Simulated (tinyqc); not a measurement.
Schottky barrier with interface states (Cowley-Sze model), image lowering and contact resistance: one step, computed by the program tinyqc.

An n-type semiconductor under a metal. The barrier lies between the Schottky-Mott limit phi_M - chi and the Bardeen limit E_g - E_n, E_n being the neutrality level of the interface states; the space-charge term of the full Cowley-Sze expression is left out.

Question. Thermionic current. A* = 4 pi e m_e M_c k_B^2/h^3 (a simple valley count); J_s = A* T^2 exp(-phi/k_B T). J_0 uses phi_B; the reverse current uses phi_B less the image lowering, times 1 - exp(-V_r/k_B T).

Inputs (values chosen for the exercise, for a model semiconductor): electron mass m_e = 0.158 m_0; valleys M_c = 1; temperature T = 200 K; reverse bias V_r = 3.3 V.

Pinning factor from: interface states.

barrier phi_B = 1.599305 eV

image lowering = 0.05372217 eV

Constants: e = 1.602176634e-19 C; m_0 = 9.1093837015e-31 kg; k_B = 1.380649e-23 J/K; h = 6.62607015e-34 J s; k_B = 8.617333262e-05 eV/K.

Give: Richardson constant A*; J_0; thermionic reverse current.

Answer.

Richardson constant A* = 18.99 A cm^-2 K^-2

J_0 = 3.800e-35 A/cm^2

thermionic reverse current = 8.581e-34 A/cm^2

Image lowering raises the reverse current by a factor 22.6. Caution: so small an emission current is nominal: generation, tunnelling and edge leakage set the real one.
